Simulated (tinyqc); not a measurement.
The mobility curve: inversion-layer mobility, back-scattering and ballistic limit of a field-effect transistor. Computed by tinyqc, a small Python program. Command: `OMP_NUM_THREADS=1 python tinyqc.py 3004730 3004731 out.jsonl mos walk`. One thread of a shared host (Intel(R) Xeon(R) Processor @ 2.30GHz), about 0.01 s of CPU time with the checks.

The charge at the top of the source barrier is fixed by the gate; series resistance and short-channel effects are left out. F_j are Fermi integrals normalised to exp(eta) in the classical limit.

Inputs (values chosen for the exercise, modelled on a 4H-SiC n-channel):

| quantity | value | unit |
|---|---|---|
| weight w of the inversion charge | 0.5 | - |
| permittivity eps | 9.7 | - |
| phonon mobility at 1 MV/cm and 300 K, mu_ph | 86 | cm^2/(V s) |
| roughness mobility at 1 MV/cm, mu_sr | 62 | cm^2/(V s) |
| Coulomb mobility at N_inv = 1e12/cm^2, mu_C | 24 | cm^2/(V s) |
| electrical oxide thickness t_inv | 1.3 | nm |
| depletion charge N_dep | 3.4e+12 | 1/cm^2 |
| temperature T | 400 | K |

Statistics at the top of the barrier: Fermi-Dirac.

Constants: eps_0 = 8.8541878128e-12 F/m; e = 1.602176634e-19 C.

Method. N_inv = 3.9 eps_0 (V_G - V_T)/(e t_inv); effective field E_eff = e (N_dep + w N_inv)/(eps eps_0). mu_phonon = mu_ph (E_eff/1 MV/cm)^(-0.3) (T/300 K)^(-1.75); mu_rough = mu_sr (E_eff/1 MV/cm)^(-2); mu_Coulomb = mu_C (N_inv/1e12 cm^-2) (T/300 K); Matthiessen's rule adds 1/mu.

Mobilities (cm^2/(V s)):

| V_G - V_T (V) | N_inv (1/cm^2) | E_eff (MV/cm) | phonon | roughness | Coulomb | total |
|---|---|---|---|---|---|---|
| 0.03 | 4.9737e+11 | 0.6807 | 58.342 | 133.83 | 15.92 | 11.436 |
| 0.06 | 9.9474e+11 | 0.7270 | 57.199 | 117.29 | 31.83 | 17.414 |
| 0.12 | 1.9895e+12 | 0.8198 | 55.175 | 92.25 | 63.66 | 22.385 |
| 0.20 | 3.3158e+12 | 0.9435 | 52.897 | 69.64 | 106.11 | 23.425 |
| 0.35 | 5.8027e+12 | 1.1755 | 49.521 | 44.87 | 185.69 | 20.892 |
| 0.50 | 8.2895e+12 | 1.4075 | 46.916 | 31.30 | 265.26 | 17.533 |
| 0.75 | 1.2434e+13 | 1.7941 | 43.622 | 19.26 | 397.90 | 12.928 |
| 1.00 | 1.6579e+13 | 2.1807 | 41.141 | 13.04 | 530.53 | 9.719 |
| 1.50 | 2.4869e+13 | 2.9538 | 37.561 | 7.11 | 795.79 | 5.931 |

The lowest part is Coulomb from 0.0300 to 0.0600, phonon from 0.120 to 0.200, roughness from 0.350 to 1.50 V. The total peaks at 23 near E_eff = 0.94 MV/cm: screening lifts it at low density and the field presses it down at high density.

Extremes, crossings and ranges named in words are read from the listed rows.
